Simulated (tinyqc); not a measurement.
When the interface binds a state: heterojunction of two tight-binding chains.

Left chain: hopping -t1, sites at 2 t1 (band bottom 0). Right chain: hopping -t2, sites at dE + 2 t2 (bottom dE). t = c/(m a^2), c = hbar^2/2m0. The bond across the interface is -tc with tc = f sqrt(t1 t2), and the last left site has the extra energy U. In a chain E = bottom + 2t (1 - cos(ka)); the surface Green function of a half chain is g = -exp(ika)/t, with Im k > 0 where cos(ka) > 1.

Constants: hbar^2/2m0 = 3.80998211 eV angstrom^2.

Values chosen for the exercise (masses and offset of the size met at InAs / GaSb; not measured data): a = 5.65 angstrom (site spacing); m1 = 0.027 m0 (mass on the left); m2 = 0.042 m0 (mass on the right); dE = 0.75 eV (band offset); f = 1 (factor on the interface hopping).

A state below both bands solves E - 2 t1 - U - S1(E) - S2(E) = 0 for E < 0, with S1 = -t1 z1, S2 = -(tc^2/t2) z2 and |z| < 1 the decaying root of z + 1/z = 2 - (E - bottom)/t. Decay lengths -a/ln|z|. The threshold is the U that solves the equation at E = 0. A dash: no bound state.

Interface state:

| U (eV) | E (eV) | decay left (angstrom) | decay right (angstrom) |
|---|---|---|---|
| -0.53 | - | - | - |
| -1.06 | - | - | - |
| -1.59 | - | - | - |
| -1.94 | -0.0065 | 147.2 | 11.1 |
| -2.29 | -0.0483 | 54.1 | 10.8 |
| -2.82 | -0.1608 | 29.7 | 10.1 |
| -3.52 | -0.3718 | 19.5 | 9.1 |
| -5.28 | -1.1252 | 11.3 | 7.1 |

threshold U = -1.7613 eV

How do the results move, and what explains it?

The step pushes the state out, so an attraction must exceed 1.7613 eV to bind; 5 of the 8 rows are bound. At U = -5.28 eV the state decays over 11.3 angstrom to the left and 7.1 to the right, where the band lies higher.

(tinyqc, `OMP_NUM_THREADS=1 python tinyqc.py 1450396 1450397 out.jsonl`, Intel(R) Xeon(R) Processor @ 2.30GHz, 1 thread, shared host, about 0.01 s.)
